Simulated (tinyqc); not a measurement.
What moves the results: shallow donor in an anisotropic valley (effective-mass theory). A value that a table varies takes the place of the one given here.

One valley: H = -c [(d2/dx2 + d2/dy2)/mt + (d2/dz2)/ml] - q/(eps r), c = hbar^2/2m0, q = e^2/(4 pi eps0). Trial function exp(-sqrt((x^2 + y^2)/a^2 + z^2/b^2)) with a > b: T = (c/3)(2/(mt a^2) + 1/(ml b^2)), V = -(q/eps) atan(u/b)/u, u = sqrt(a^2 - b^2). The central cell of the impurity is left out.

Constants: hbar^2/2m0 = 3.80998211 eV angstrom^2; e^2/(4 pi eps0) = 14.39964547 eV angstrom; Ry = 13.60569312 eV; a0 (Bohr radius) = 0.5291772105 angstrom.

Values chosen for the exercise (near those of a group-V donor in Si; the results hold for these values, not for the real material): mt = 0.193 m0 (transverse mass); eps = 11.1 (dielectric constant); xs = (1.3, 1.9, 3.4, 4.6, 9.2, 25, 78, 110) (ratios ml/mt); E0 = -33 meV (single-valley level); D0 = 4.27 meV (central-cell shift); D1 = 2.07 meV (coupling of perpendicular valleys); D2 = 1.45 meV (coupling of opposite valleys); ml = 0.885 m0 (longitudinal mass).

## Mass anisotropy

mt and eps fixed, ml varied. Energies in units of Ry*(mt) = Ry mt/eps^2 and lengths in a*(mt) = a0 eps/mt; the last two columns use one mass, 3/(1/ml + 2/mt) or (ml mt^2)^(1/3).

Results:

| ml/mt | a/a* | b/a | binding | conductivity mass | density-of-states mass |
|---|---|---|---|---|---|
| 1.30 | 0.947 | 0.911 | 1.089 | 1.083 | 1.091 |
| 1.90 | 0.878 | 0.796 | 1.223 | 1.188 | 1.239 |
| 3.40 | 0.792 | 0.649 | 1.436 | 1.308 | 1.504 |
| 4.60 | 0.754 | 0.584 | 1.549 | 1.353 | 1.663 |
| 9.20 | 0.681 | 0.459 | 1.808 | 1.423 | 2.095 |
| 25.0 | 0.605 | 0.325 | 2.167 | 1.471 | 2.924 |
| 78.0 | 0.546 | 0.220 | 2.533 | 1.490 | 4.273 |
| 110 | 0.532 | 0.196 | 2.632 | 1.493 | 4.791 |

The binding grows from 1.09 to 2.63 Ry*(mt); for ml going to infinity the exact problem becomes two-dimensional, with 4 Ry*. The conductivity mass saturates at 1.5 and underbinds, by 13 % at ml/mt = 4.6; the density-of-states mass errs by +7 % there and by +82 % in the last row. With these mt and eps one unit is 21.31 meV.

## Strain along [001] (shallow donor in effective-mass theory, with valley-orbit splitting)

Basis: the 1s envelopes of the valleys +x, -x, +y, -y, +z, -z. Diagonal E0 - D0, element -D2 between opposite valleys and -D1 between perpendicular ones. Strain along [001] adds 2 Ds/3 to the z valleys and -Ds/3 to the others.

Ground level, gap to the next level, weight in the z valleys and contact density (sum of amplitudes)^2/6.

Results:

| Ds (meV) | ground (meV) | gap (meV) | z weight | contact density | ground less band edge (meV) |
|---|---|---|---|---|---|
| -120 | -119.02 | 3.20 | 0.997 | 0.382 | -39.02 |
| -40 | -66.32 | 3.83 | 0.975 | 0.488 | -39.65 |
| -15 | -51.28 | 5.46 | 0.840 | 0.732 | -41.28 |
| -5 | -47.49 | 8.34 | 0.537 | 0.958 | -44.16 |
| 0 | -47.00 | 11.18 | 0.333 | 1.000 | -47.00 |
| 5 | -47.38 | 9.90 | 0.192 | 0.974 | -45.72 |
| 15 | -49.51 | 8.69 | 0.073 | 0.888 | -44.51 |
| 40 | -56.96 | 7.80 | 0.017 | 0.782 | -43.62 |
| 120 | -83.14 | 7.32 | 0.002 | 0.710 | -43.14 |

The scale is the A1-E splitting 6 D1 = 12.4 meV. The contact density is largest without strain and falls to 0.382 and 0.710 at the ends, towards 1/3 (two valleys) and 2/3 (four valleys). The binding below the lowest band edge drops from 47.0 meV to 39.0 meV when the two z valleys are lowest and to 43.1 meV when the four others are, since fewer valleys share the coupling.

## What each parameter does

The minimum of the trial energy. Each row changes one parameter from the base and keeps the others.

Results:

| case | E (meV) | a (angstrom) | b (angstrom) | b/a |
|---|---|---|---|---|
| base | -32.98 | 22.95 | 13.41 | 0.584 |
| ml = 1.106 m0 | -34.76 | 22.17 | 11.99 | 0.541 |
| mt = 0.174 m0 | -30.48 | 25.04 | 14.11 | 0.564 |
| eps = 10 | -40.63 | 20.67 | 12.08 | 0.584 |

The largest shifts from the base row, up to three for each result and ties (the steps differ in size, so this ranks the rows, not the parameters). E (meV): eps -7.65, mt +2.50, ml -1.78. a (angstrom): eps -2.27, mt +2.10, ml -0.77. b (angstrom): ml -1.42, eps -1.33, mt +0.71. b/a: ml -0.044, mt -0.021; unchanged at the printed digits by eps. eps only rescales the solution (E as 1/eps^2, lengths as eps), so b/a depends on ml/mt alone.

(tinyqc, `OMP_NUM_THREADS=1 python tinyqc.py 1250791 1250792 out.jsonl`, Intel(R) Xeon(R) Processor @ 2.30GHz, 1 thread, shared host, about 0.01 s.)
